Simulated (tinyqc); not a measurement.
# Hexagonal on-chip spiral inductor, lumped pi model: two studies

Outer diameter do = di + 2 n wd + 2 (n - 1) sp, mean da = (do + di)/2, fill p = (do - di)/(do + di), length l = 3.464 n da. L = 2.33 mu0 n^2 da/(1 + 3.82 p), mu0 = 4 pi 1e-7 H/m. Rs = rho l/(wd delta (1 - exp(-th/delta))), delta = sqrt(rho/(pi f mu0)). Cs = n wd^2 eps0 eo/hu across the coil. At each end Cox = l wd eps0 eo/(2 ho) leads to the substrate branch Rsi = 2 rs he/(l wd) in parallel with Csi = l wd eps0 11.7/(2 he). With one end grounded Y = 1/(Rs + i w L) + i w Cs + 1/[1/(i w Cox) + 1/(1/Rsi + i w Csi)], w = 2 pi f; Q = -Im Y/Re Y. Eddy currents in neighbouring turns and in the substrate are left out.

Parameters, values chosen for the exercise; values of the order met in silicon radio-frequency processes: number of turns n = 3.5; line width wd = 8 um; space between turns sp = 2 um; inner diameter di = 60 um; metal thickness th = 3.4 um; metal resistivity rho = 1.9 uohm cm; oxide below the coil ho = 8.1 um; oxide between coil and underpass hu = 1.4 um; relative permittivity of the oxide eo = 3; substrate resistivity rs = 1000 ohm cm; effective spreading depth in the substrate he = 50 um; frequency f = 2.2 GHz.

Constants: eps0 = 8.8541878128e-12 F/m. Results are converted to the units shown.

Each table varies one quantity; the others keep the values above.

## Quality factor against frequency

Apparent inductance Im(1/Y)/w; share of the loss Re(substrate branch)/Re Y.

Quality factor against frequency:

| f (GHz) | Rs (ohm) | w L/Rs | Q | apparent inductance (nH) | loss in the substrate (%) |
|---|---|---|---|---|---|
| 0.71 | 1.4108 | 4.4780 | 4.4763 | 1.4165 | 0.0099901 |
| 1.2 | 1.6369 | 6.5231 | 6.5161 | 1.4172 | 0.024084 |
| 1.9 | 1.9079 | 8.8611 | 8.8385 | 1.4189 | 0.051317 |
| 3.1 | 2.2993 | 11.996 | 11.918 | 1.4237 | 0.11270 |
| 5 | 2.8176 | 15.790 | 15.532 | 1.4361 | 0.23832 |
| 8.2 | 3.5373 | 20.627 | 19.750 | 1.4711 | 0.50839 |
| 13 | 4.4177 | 26.184 | 23.471 | 1.5632 | 1.0170 |
| 22 | 5.7294 | 34.166 | 24.382 | 1.9388 | 2.2173 |
| 36 | 7.3246 | 43.732 | 11.555 | 5.0812 | 4.5327 |

Q goes from 4.48 through a maximum of 24.4 (at f = 22 GHz among the rows listed) to 11.6; the exact peak is 24.9 at 18.6 GHz and Q reaches zero at the self-resonance, 42.3 GHz. The share of the substrate rises from 0.00999 to 4.53 %, and the apparent inductance ends at 3.59 times L. At the peak the substrate takes 1.73 % of the loss. For f = 36 the coil is longer than 0.15 of a wavelength in the oxide, where one lumped section is rough.

## Effect of the oxide below the coil

Same model as above.

Peak Q and its frequency from a search over f; self-resonance where Im Y = 0; Q at the given f (negative beyond resonance).

The same in every row: L (nH) = 1.416; do (um) = 126.0.

Effect of the oxide below the coil:

| ho (um) | peak Q | f of the peak (GHz) | self-resonance (GHz) | Q at f |
|---|---|---|---|---|
| 1 | 22.97 | 16.07 | 37.20 | 9.678 |
| 2 | 23.32 | 16.50 | 38.07 | 9.681 |
| 3 | 23.63 | 16.91 | 38.89 | 9.684 |
| 5 | 24.19 | 17.64 | 40.37 | 9.689 |
| 7 | 24.66 | 18.27 | 41.67 | 9.692 |
| 10 | 25.26 | 19.10 | 43.38 | 9.696 |
| 15 | 26.04 | 20.22 | 45.71 | 9.700 |

Read the table: what changes, and by how much?

As ho goes from 1 to 15, L stays at 1.42 nH, the peak Q rises from 23.0 to 26.0, its frequency rises from 16.1 to 20.2 GHz and the self-resonance rises from 37.2 to 45.7 GHz.

Computed by the program tinyqc: `OMP_NUM_THREADS=1 python tinyqc.py 2302183 2302184 out.jsonl`, one thread of a shared Intel Xeon 2.30GHz, about 0.01 s for the whole run.
